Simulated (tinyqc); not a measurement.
Bias-temperature instability, empirical power law with universal recovery: two steps of the calculation.

Threshold-voltage shift at the end of a stress: dV = A (V/V0)^g exp[-(Ea q/kB)(1/T - 1/T0)] (t/1 s)^n. After a delay tr the permanent share pp stays and the rest falls by r = 1/(1 + B (tr/t)^be). An empirical model: its parameters are fits, not properties.

Values chosen for this exercise:
- V0 = 1.8 V (reference stress voltage)
- T0 = 373 K (reference temperature)
- A = 4.7 mV (shift after 1 s at V0 and T0)
- n = 0.14 (time exponent)
- g = 5.6 (voltage exponent)
- Ea = 0.12 eV (apparent activation energy of the shift)
- pp = 0.2 (permanent share)
- B = 4.4 (recovery scale)
- be = 0.17 (recovery dispersion)
- V = 0.72 V (use voltage)
- T = 358 K (use temperature)
- dc = 30 mV (failure criterion)
- tr = 0.001 s (delay before the measurement)

Constants: q = 1.602176634e-19 C, kB = 1.380649e-23 J/K. Results are converted to the units shown.

Problem 1. Shift and lifetime at use conditions. The lifetime solves dV = dc; ten years are 3.15576e8 s.

Find: voltage factor; temperature factor; shift after ten years; lifetime; largest voltage for ten years.

Solution 1.

voltage factor = 0.005909
temperature factor = 0.8552
shift after ten years = 0.3678 mV
lifetime = 4.507e14 years
largest voltage for ten years = 1.580 V

The device passes: the shift at ten years is below dc. A lifetime beyond 100 years is a far extrapolation of the power law. In time the voltage exponent is g/n = 40.0 and the activation energy Ea/n = 0.857 eV.

Problem 2. What a delayed measurement sees. At V0 and T0, measured shift = dV [pp + (1 - pp) r]; the apparent exponent is the slope of ln(shift) against ln t between the first and last point.

t, point 0 to 2 (s): [1, 10, 100]

Give: dV; share left; measured; apparent n.

Solution 2.

```
point  dV (mV)  share left  measured (mV)
0        4.700      0.5390          2.533
1        6.488      0.6168          4.002
2        8.956      0.6934          6.210
```

apparent n = 0.1947

The delay hides 30.7 % of the last shift and raises the exponent from 0.14 to 0.195, since short stresses recover by a larger share.

tinyqc, about 0.01 s, one thread, Intel Xeon 2.30GHz (shared host): `OMP_NUM_THREADS=1 python tinyqc.py 2070022 2070023 out.jsonl`
